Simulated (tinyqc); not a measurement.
Inside a calculation. Model: single-domain magnet: Stoner-Wohlfarth switching, Neel-Arrhenius retention, LLG dynamics and spin torque. Computed by tinyqc, a small Python program that keeps every step. Command: `OMP_NUM_THREADS=1 python tinyqc.py 3010063 3010064 out.jsonl macro walk`. One thread of a shared host (Intel(R) Xeon(R) Processor @ 2.30GHz), about 0.01 s of CPU time with the checks. Intermediate numbers are printed to about 5 digits and carried at full precision; extremes and crossings named in words are read from the listed rows.

The moment is uniform, with unit vector m; z is the easy axis. mu_0 = 1.25663706212e-6 T m/A, gamma = 1.76085963023e11 rad/(s T).

Inputs (values chosen for the exercise, for a model magnet):

| quantity | value | unit |
|---|---|---|
| saturation magnetisation M_s | 1290 | kA/m |
| diameter d | 15 | nm |
| thickness t | 2 | nm |
| interface anisotropy K_i | 3.1 | mJ/m^2 |
| bulk anisotropy K_u | 0 | kJ/m^3 |
| exchange stiffness A | 13 | pJ/m |
| temperature T | 300 | K |
| attempt frequency f0 | 1 | GHz |
| field angle psi from the easy axis | 65 | degrees |
| reversing field h = H/H_K | 0.19 | - |
| waiting time t_w | 1e-08 | s |
| damping alpha | 0.037 | - |
| spin-torque efficiency eta | 0.72 | - |
| drive I/I_c0 | 4.6 | - |
| time step times gamma mu_0 H_K | 0.2 | - |

Shape: thin disc, easy axis normal to it.

Constants: k_B = 1.380649e-23 J/K; e = 1.602176634e-19 C; hbar = 1.054571817e-34 J s.

## Effective anisotropy

The disc is treated as an oblate spheroid with p = t/d: N_z = [1 - p arccos(p)/sqrt(1 - p^2)]/(1 - p^2); V = pi d^2 t/4; K_eff = K_u + K_i/t + K_shape, K_shape = -(mu_0 M_s^2/4)(3 N_z - 1); mu_0 H_K = 2 K_eff/M_s.

demagnetising factor N_z = 0.82127

volume V = 353.43 nm^3

K_shape = -765.26 kJ/m^3

K_eff = 784.74 kJ/m^3

anisotropy field mu_0 H_K = 1.2166 T

Shape works against the easy axis and takes 49 % of the other terms. Caution: a flat cylinder has a smaller N_z than the spheroid of the same t/d, so K_eff of a real disc is larger.

## Retention at zero field

Delta = K_eff V/(k_B T); tau = exp(Delta)/f0; probability of a flip within t_w: P = 1 - exp(-t_w/tau). Wall width parameter sqrt(A/K_eff); a two-domain state costs 4 sqrt(A K_eff) times the cross-section that the wall cuts (d t).

stability factor Delta = 66.961

log10 of tau in s = 20.081

probability of a flip = 8.3014e-29

wall parameter = 4.0701 nm

barrier of the wall path / k_B T = 92.536

Ten years (3.15e8 s) need Delta > 40.3 for tau alone; this element has 67.0. Coherent rotation is the cheaper path.

## Barrier in a tilted field

Energy over K_eff V: e(theta) = sin^2(theta) + 2 h cos(theta - psi) for m at the angle theta from +z and a field that points at psi from -z (it pulls m away from +z towards negative theta); h_sw = (cos^(2/3) psi + sin^(2/3) psi)^(-3/2). The metastable minimum and the saddle are the two roots of e'(theta) = sin(2 theta) - 2 h sin(theta - psi) on either side of theta_c = -arctan(tan^(1/3) psi).

switching field h_sw = 0.54450

minimum theta = -10.809 degrees

saddle theta = -84.428 degrees

barrier / (K_eff V) = 0.53507

barrier / (k_B T) = 35.829

The form (1 - h/h_sw)^n reproduces this barrier with n = 1.457; n is 2 for a field on the axis, and the approach to h_sw has the exponent 3/2 off the axis.

## Switching field against angle and time

Switching field at T: the h at which the exact barrier equals ln(f0 t_w/ln 2) k_B T (0 if the zero-field barrier is lower). Sharrock form: h_sw [1 - (ln(f0 t_w/ln 2)/Delta)^(1/n)], n = 0.86 + 1.14 h_sw.

Fields over H_K:

| psi (degrees) | h_sw at T = 0 | thermal, exact barrier | thermal, Sharrock form |
|---|---|---|---|
| 1 | 0.90707 | 0.76334 | 0.74158 |
| 10 | 0.67381 | 0.59177 | 0.58070 |
| 20 | 0.57365 | 0.50785 | 0.50537 |
| 30 | 0.52402 | 0.46529 | 0.46659 |
| 45 | 0.50000 | 0.44453 | 0.44748 |
| 60 | 0.52402 | 0.46529 | 0.46659 |
| 75 | 0.61466 | 0.54258 | 0.53668 |
| 89 | 0.90707 | 0.76334 | 0.74158 |

At T = 0 the field is least at 45 degrees, H_K/2, and symmetric about it. Thermal help lowers it to 84 % at 1 degree and 89 % at 45 degrees; the Sharrock form misses the exact barrier by at most about 0.022 H_K, at psi = 1 (and its mirror angle).

## Spin-transfer switching

For axial symmetry and a polariser along z: I_c0 = (4 e alpha/(hbar eta)) K_eff V; relaxation time tau_D = (1 + alpha^2)/(alpha gamma mu_0 H_K); thermal start angle theta_0 = 1/sqrt(2 Delta); switching time about tau_D ln(pi/(2 theta_0))/(I/I_c0 - 1); precession frequency gamma mu_0 H_K/(2 pi (1 + alpha^2)).

critical current I_c0 = 86.615 microampere

Delta/I_c0 = 0.77309 1/microampere

tau_D = 0.12633 ns

switching time, estimate = 0.10177 ns

precession frequency = 34.050 GHz

## One LLG step

In the time s = gamma mu_0 H_K t: (1 + alpha^2) dm/ds = -m x b - alpha m x (m x b) + a [m x (m x z) - alpha m x z], b = m_z z, a = alpha I/I_c0; Heun steps (Euler predictor, mean of the two slopes) without renormalising; start m = (sin theta_0, 0, cos theta_0), theta_0 = 1/sqrt(2 Delta).

m at the start: 0.08630  0.00000  0.99627

first slope: 0.011449  0.086408  -0.000992

predictor: 0.08859  0.01728  0.99607

second slope: -0.005548  0.090975  -0.001085

m after the step: 0.08689  0.01774  0.99606

## Exact time to the equator

The polar equation dm_z/dt = -(1 - m_z^2)(i - m_z)/tau_D, i = I/I_c0, integrates to t = tau_D [F(cos theta_0) - F(0)], F(z) = -ln(1 - z)/(2 (i - 1)) + ln(1 + z)/(2 (i + 1)) + ln(i - z)/(i^2 - 1), theta_0 = 1/sqrt(2 Delta).

time to m_z = 0 = 0.10437 ns

The linear estimate is 0.98 times this.

## The trajectory

Run until m_z <= 0 (time by linear interpolation), |m|^2 leaves 1 by more than 1, or three exact times have passed; the run counts as sound if the time is within 3 % of the exact one.

Every few steps:

| step | t (ns) | m_x | m_y | m_z | \|m\| |
|---|---|---|---|---|---|
| 0 | 0.00000 | 0.08630 | 0.00000 | 0.99627 | 1.0000 |
| 11 | 0.01027 | -0.06965 | 0.09327 | 0.99322 | 1.0000 |
| 22 | 0.02054 | -0.04594 | -0.14998 | 0.98769 | 1.0001 |
| 33 | 0.03081 | 0.20040 | 0.06596 | 0.97763 | 1.0001 |
| 44 | 0.04108 | -0.22202 | 0.17526 | 0.95943 | 1.0003 |
| 55 | 0.05135 | -0.05218 | -0.37334 | 0.92671 | 1.0004 |
| 66 | 0.06161 | 0.47598 | 0.14302 | 0.86858 | 1.0007 |
| 77 | 0.07188 | -0.33570 | 0.54791 | 0.76760 | 1.0011 |
| 88 | 0.08215 | -0.69854 | -0.39431 | 0.59935 | 1.0013 |
| 99 | 0.09242 | 0.00828 | -0.94190 | 0.34004 | 1.0014 |
| 110 | 0.10269 | 0.39101 | -0.92198 | -0.00734 | 1.0015 |

time to m_z = 0 by the steps = 0.10249 ns

largest drift of |m| = 0.0014934

The steps give 0.9820 of the exact time, with |m| kept to 0.0015.

Checks made by the program: the barrier at psi -> 0 against (1 - h)^2 (relative difference 6e-08); the closed form against quadrature (relative difference below 1e-10).
